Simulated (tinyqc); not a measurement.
Thermionic emission over a Gaussian spread of barriers: two steps of the calculation.

Metal on an n-type semiconductor with one parabolic valley; V > 0 is forward bias (metal positive). Patches of barrier height b are spread as a Gaussian with mean phi - r2 V and variance sg^2 + r3 V; each carries A* T^2 exp(-b/Vt) [exp(V/Vt) - 1].

Inputs (values chosen for the exercise); band and dielectric values close to those of gallium arsenide:
```
symbol,value,unit,meaning
T,350,K,temperature
me,0.0673,m0,electron mass
phi,0.64,eV,barrier height seen from the metal
sg,0.033,eV,standard deviation of the barrier heights
r2,-0.021,,"shift of the mean barrier per volt, with its sign reversed (rho2)"
r3,-0.0009,V,change of sg^2 per volt (rho3)
V,0.28,V,bias
nb,9,,barrier heights sampled
```

Constants: q = 1.602176634e-19 C, kB = 1.380649e-23 J/K, h = 6.62607015e-34 J s, m0 = 9.1093837015e-31 kg, Vt = kB T/q. Results are converted to the units shown.

Question 1. Apparent barrier, ideality and current. A* = 4 pi q me m0 kB^2/h^3 (times 1e-4 for A/(cm^2 K^2)). The mean of exp(-b/Vt) gives the apparent barrier phi_ap(V) = phi - r2 V - (sg^2 + r3 V)/(2 Vt), J = A* T^2 exp(-phi_ap/Vt) [exp(V/Vt) - 1], and 1/n = 1 + r2 + r3/(2 Vt).

Find: A*; phi_ap(0); phi_ap(V); n; J.

Answer 1.

A* = 8.088 A/(cm^2 K^2)
phi_ap(0) = 0.6219 eV
phi_ap(V) = 0.6320 eV
n = 1.037
J = 8.458 A/cm^2

Question 2. The same mean by Simpson's rule. With mean mu and deviation s at this bias, take nb equally spaced b from mu - s^2/Vt - 3.5 s to mu + s, the Gaussian density g(b) and y = g exp(-(b - mu)/Vt); the integral I of y gives phi_ap = mu - Vt ln I.

Find: b; g; y; I; phi_ap.

Answer 2.

```
point  b (eV)  g (1/eV)  y (1/eV)
0      0.5169  6.632e-4   0.04779
1      0.5366   0.01102    0.4125
2      0.5564    0.1149     2.235
3      0.5761    0.7520     7.604
4      0.5958     3.090     16.24
5      0.6156     7.969     21.76
6      0.6353     12.90     18.31
7      0.6551     13.11     9.668
8      0.6748     8.364     3.205
```

I = 1.544
phi_ap = 0.6328 eV

tinyqc, about 0.01 s, one thread, Intel Xeon 2.30GHz (shared host): `OMP_NUM_THREADS=1 python tinyqc.py 2640171 2640172 out.jsonl`
